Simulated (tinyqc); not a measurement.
Input admittance of a MOSFET at zero drain bias: distributed channel and distributed gate: one step of the calculation.

Source and drain grounded, strong inversion, w = 2 pi f, Cox = eps0 eox/tox. The channel is an RC line of resistance 1/(mu Cox Vo) per square fed from both ends, so one finger has the intrinsic admittance y = i w Cox L tanh(g)/g per width, g = (1/2) sqrt(i w tau), tau = L^2/(mu Vo). The vertical resistance rv/L is in series with y, the overlaps 2 i w Cov in parallel: y_t = 1/(1/y + rv/L) + 2 i w Cov. The gate strip is a line of Rsh/L per length loaded by y_t, so a finger has Y = y_t Wf tanh(k)/k, k = (Wf/sd) sqrt(y_t Rsh/L); the device has Nf Y.

Task. Admittance of the channel and stack per width. tau, g, c = Cox L, y and y_t as defined.

Parameters, values chosen for the exercise; values of the order met in silicon radio-frequency transistors: relative permittivity of the gate insulator (close to silicon dioxide) eox = 3.9; insulator thickness tox = 4.2 nm; channel length L = 0.42 um; channel mobility mu = 120 cm^2/(V s); gate overdrive Vo = 0.22 V; vertical resistivity of the gate stack rv = 0 ohm um^2; overlap and fringe capacitance on each side Cov = 0.39 fF/um; frequency f = 1.3 GHz.

Constants: eps0 = 8.8541878128e-14 F/cm where lengths are in cm. Results are converted to the units shown.

Give: tau; g; c; y; y_t.

Result.

tau = 66.82 ps
g = 0.2612+0.2612i
c = 3.453 fF/um
y = 1.28+28.14i uS/um
y_t = 1.28+34.51i uS/um

w tau = 0.546, and Im y is 0.998 of w c.

Computed by the program tinyqc: `OMP_NUM_THREADS=1 python tinyqc.py 2262157 2262158 out.jsonl`, one thread of a shared Intel Xeon 2.30GHz, about 0.01 s for the whole run.
